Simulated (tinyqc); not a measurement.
## MESFET, gradual channel with velocity saturation: effect of the gate length on saturation

A uniformly doped n-type channel, depleted from the top by a Schottky gate; at channel potential V the depleted share of a is u = sqrt((Vbi - Vg + V)/Vp), s at the source. Electrons drift with v = mu E/(1 + mu E/vsat). Abrupt depletion edge, no series resistance, source at 0.

Vbi = phiB - Vt ln(Nc/Nd); Vp = q Nd a^2/(2 eps0 eps_r); G0 = q mu Nd a W/L; Z = mu Vp/(vsat L); s = sqrt((Vbi - Vg)/Vp). I = (G0 Vp/3) F/(1 + Z (u^2 - s^2)), F = 3 (u^2 - s^2) - 2 (u^3 - s^3), with u at V = Vd; Z = 0 gives constant mobility, for which u stops at 1. The current peaks at u = um, the root of (1 - u)(1 + Z (u^2 - s^2)) = Z F/3; beyond Vdsat = Vp (um^2 - s^2) it is held at that value. gm = G0 (um - s)/(1 + Z (um^2 - s^2)).

Inputs (values chosen for the exercise); material values those of a made-up semiconductor:
```
symbol,value,unit,meaning
T,273,K,temperature
eps_r,10.3,,relative permittivity of the semiconductor
Nc,6.14e17,cm^-3,conduction-band density of states at T
Nd,8.1e16,cm^-3,donor density of the channel
a,140,nm,channel thickness
mu,3000,cm^2/(V s),low-field mobility at this doping
vsat,1.5e7,cm/s,saturation velocity
W,50,um,gate width
phiB,0.93,V,Schottky barrier
Vg,0,V,gate voltage
```

Constants: q = 1.602176634e-19 C, kB = 1.380649e-23 J/K, Vt = kB T/q, eps0 = 8.8541878128e-14 F/cm where lengths are in cm. Results are converted to the units shown.

Results:
```
L (um)       Z      um  Vdsat (V)  Isat (mA)  Isat for Z = 0 (mA)  gm (mS)
0.1      27.89  0.8706     0.1747      1.763                13.74    4.560
0.21     13.28  0.8937     0.2315      1.448                6.541    3.980
0.45     6.198  0.9198     0.2975      1.093                3.052    3.243
0.97     2.875  0.9454     0.3640     0.7446                1.416    2.406
2.1      1.328  0.9668     0.4210     0.4529               0.6541    1.587
9.4     0.2967  0.9903     0.4853     0.1321               0.1461   0.5121
20      0.1395  0.9952     0.4989    0.06537              0.06868   0.2593
```

Estimate the missing row, L = 4.4 um.

Computed row:
```
L (um)       Z      um  Vdsat (V)  Isat (mA)  Isat for Z = 0 (mA)  gm (mS)
4.4     0.6339  0.9812     0.4604     0.2557               0.3122   0.9517
```

With this row back in the table: As L goes from 0.1 to 20 um, Vdsat rises from 0.175 to 0.499 V, Isat falls from 1.76 to 0.0654 mA and gm falls from 4.56 to 0.259 mS. Isat is 0.128 of the constant-mobility value in the first row and 0.952 in the last. Isat goes as L^(-0.27) between the first two rows and as L^(-0.93) between the last two; constant mobility gives 1/L, and short gates gain less because the velocity is capped. For L = 0.1 to 0.21 um the gate is shorter than 2 a, outside the gradual-channel approximation.

tinyqc, about 0.06 s, one thread, Intel Xeon 2.30GHz (shared host): `OMP_NUM_THREADS=1 python tinyqc.py 2500136 2500137 out.jsonl`
